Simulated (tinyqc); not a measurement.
Delay unit and parasitic delay from two ring oscillators.

Inverse problem. A ring of 11 inverters oscillates at 1/(2 x 11 d), with stage delay d = tau (h + p) for fan-out h. Find tau, p and the delay at fan-out 4.

frequencies of 11-stage ring oscillators with fan-out 2 and 4 (GHz): 4.6261343  2.9972138

Solution. d is a straight line in h with slope tau and intercept tau p.

tau = 2.67 ps
p = 1.68
delay at fan-out 4 = 15.2 ps

tinyqc, about 0.01 s, one thread, Intel Xeon 2.30GHz (shared host): `OMP_NUM_THREADS=1 python tinyqc.py 2082048 2082049 out.jsonl`
